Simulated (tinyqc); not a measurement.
Short-period [001] superlattice in sp3s* tight binding, step by step. Values are carried at full precision from step to step, so a last printed digit may differ when a step is redone from the rounded ones.

sp3s* tight binding, nearest neighbours only: anion (a) at 0, cation (c) at a/4 (1,1,1), orbitals s, px, py, pz, s* on each; k in units of 2 pi/a. With phases e_j = exp(i (pi/2) k.n_j) for n = (1,1,1), (1,-1,-1), (-1,1,-1), (-1,-1,1): g0 = (e1+e2+e3+e4)/4, g1 = (e1+e2-e3-e4)/4, g2 = (e1-e2+e3-e4)/4, g3 = (e1-e2-e3+e4)/4. The diagonal holds the levels Esa, Epa, Exa (s*) and Esc, Epc, Exc. Anion-cation block: <sa|sc> = Vss g0; <sa|xc> = Vsapc g1; <xa|sc> = -Vscpa g1; <xa|xc> = Vxx g0; <xa|yc> = <ya|xc> = Vxy g3, <xa|zc> = <za|xc> = Vxy g2, <ya|zc> = <za|yc> = Vxy g1; <s*a|xc> = Vxapc g1; <xa|s*c> = -Vpaxc g1; y and z take g2 and g3 in place of g1; s-s* and s*-s* vanish.

Parameters, chosen for this exercise (A near a published set for GaAs, B for AlAs; shifted at random, so the results belong to these values and not to a real crystal):

| symbol | value | unit | meaning |
|---|---|---|---|
| pA | (-8.347, 1.042, -2.651, 3.658, 8.612, 6.738, -6.448, 1.961, 5.08, 4.472, 5.775, 4.839, 4.818) | eV | order Esa, Epa, Esc, Epc, Exa, Exc, Vss, Vxx, Vxy, Vsapc, Vscpa, Vxapc, Vpaxc |
| pB | (-7.548, 0.981, -1.161, 3.593, 7.495, 6.724, -6.68, 1.873, 4.295, 5.125, 5.507, 4.534, 5.008) | eV | the same for B |
| dEv | 0.45 | eV | valence offset: Ev(B) lies this far below Ev(A) |
| n | 2 |  | monolayers of A |
| m | 1 |  | monolayers of B |

## Band line-up of the two bulk crystals

Edges on the common scale: Ev, the conduction level at Gamma, the minimum on (kx,0,0) for kx from 0.5 to 1, and the level at X.

Edges (eV):

| crystal | Ev | Gamma | Delta minimum | X |
|---|---|---|---|---|
| A | 0.0000 | 1.5572 | 2.0358 | 2.0358 |
| B | -0.4500 | 2.5960 | 1.8137 | 1.8478 |

For Gamma electrons A is the well, 1.039 eV deep; for X electrons B is, 0.188 eV deep; holes sit in A.

## Shifted levels

Planes alternate anion, cation along [001], a/4 apart; at zero in-plane momentum s, pz, s* form one block. All levels of A are shifted so that its Ev (lower root of [[Epa, Vxx], [Vxx, Epc]]) is 0, and those of B so that its Ev is -dEv. A monolayer is an anion plane and the cation plane above it; an anion between unlike cations takes the mean of the two anion levels; each bond takes the couplings of its cation. Block from an anion to the cation above: U with Vss/2 (s,s), Vsapc/2 (s,z), -Vscpa/2 (z,s), Vxx/2 (z,z), Vxapc/2 (s*,z), -Vpaxc/2 (z,s*); to the cation below: the same with the s-z and s*-z signs reversed. The cell of n + m monolayers is closed with the phase exp(2 pi i q). No spin-orbit coupling. In this block 2 (n + m) levels are filled.

Parameters in the order Esa, Epa, Esc, Epc, Exa, Exc, Vss, Vxx, Vxy, Vsapc, Vscpa, Vxapc, Vpaxc. Find Ev of each set and shift the levels.

Ev before the shift (eV): A -0.0072, B 0.0036

Levels (eV):

| plane | s | p | s* |
|---|---|---|---|
| anion A | -8.3398 | 1.0492 | 8.6192 |
| cation A | -2.6438 | 3.6652 | 6.7452 |
| anion B | -8.0016 | 0.5274 | 7.0414 |
| cation B | -1.6146 | 3.1394 | 6.2704 |
| interface anion | -8.1707 | 0.7883 | 7.8303 |

## The matrix for n = 2, m = 1 at q = 0

Planes in the order a1, c1, a2, c2, ...; the A cations come first.

H (eV):
```
        sa1     za1     *a1     sc1     zc1     *c1     sa2     za2     *a2     sc2     zc2     *c2
sa1  -8.171       0       0  -3.224   2.236       0       0       0       0       0       0       0
za1       0   0.788       0  -2.888   0.981  -2.409       0       0       0       0       0       0
*a1       0       0   7.830       0   2.420       0       0       0       0       0       0       0
sc1  -3.224  -2.888       0  -2.644       0       0  -3.224   2.888       0       0       0       0
zc1   2.236   0.981   2.420       0   3.665       0  -2.236   0.981  -2.420       0       0       0
*c1       0  -2.409       0       0       0   6.745       0   2.409       0       0       0       0
sa2       0       0       0  -3.224  -2.236       0  -8.340       0       0  -3.224   2.236       0
za2       0       0       0   2.888   0.981   2.409       0   1.049       0  -2.888   0.981  -2.409
*a2       0       0       0       0  -2.420       0       0       0   8.619       0   2.420       0
sc2       0       0       0       0       0       0  -3.224  -2.888       0  -2.644       0       0
zc2       0       0       0       0       0       0   2.236   0.981   2.420       0   3.665       0
*c2       0       0       0       0       0       0       0  -2.409       0       0       0   6.745
sa3       0       0       0       0       0       0       0       0       0  -3.224  -2.236       0
za3       0       0       0       0       0       0       0       0       0   2.888   0.981   2.409
*a3       0       0       0       0       0       0       0       0       0       0  -2.420       0
sc3  -3.340   2.753       0       0       0       0       0       0       0       0       0       0
zc3  -2.562   0.936  -2.267       0       0       0       0       0       0       0       0       0
*c3       0   2.504       0       0       0       0       0       0       0       0       0       0

        sa3     za3     *a3     sc3     zc3     *c3
sa1       0       0       0  -3.340  -2.562       0
za1       0       0       0   2.753   0.936   2.504
*a1       0       0       0       0  -2.267       0
sc1       0       0       0       0       0       0
zc1       0       0       0       0       0       0
*c1       0       0       0       0       0       0
sa2       0       0       0       0       0       0
za2       0       0       0       0       0       0
*a2       0       0       0       0       0       0
sc2  -3.224   2.888       0       0       0       0
zc2  -2.236   0.981  -2.420       0       0       0
*c2       0   2.409       0       0       0       0
sa3  -8.171       0       0  -3.340   2.562       0
za3       0   0.788       0  -2.753   0.936  -2.504
*a3       0       0   7.830       0   2.267       0
sc3  -3.340  -2.753       0  -1.615       0       0
zc3   2.562   0.936   2.267       0   3.139       0
*c3       0  -2.504       0       0       0   6.270
```

## Levels of the small cell

Diagonalise (s, pz, s* block of a cell with n = 2, m = 1; px and py are apart). The lowest 6 levels are filled. Give the share of the cation weight of the lowest empty level that lies on the A cations, c1 and c2.

levels (eV): -12.441  -11.071  -10.885  -5.804  -5.475  -0.148  1.821  2.214  2.232  2.720  2.819  4.518  6.587  8.067  9.324  9.463  10.510  11.100

share on A cations = 0.836

The lowest empty level is number 7, at 1.821 eV.

## Checks

- Cell of two equal monolayers against the bulk levels at Gamma and X: they agree to 1e-10 or better.

Computed by tinyqc, a small Python program: `OMP_NUM_THREADS=1 python tinyqc.py 1482030 1482031 out.jsonl` (the numbers bound the seed that draws the inputs); one thread of a shared host (Intel(R) Xeon(R) Processor @ 2.30GHz), about 0.5 s for the whole set of steps.
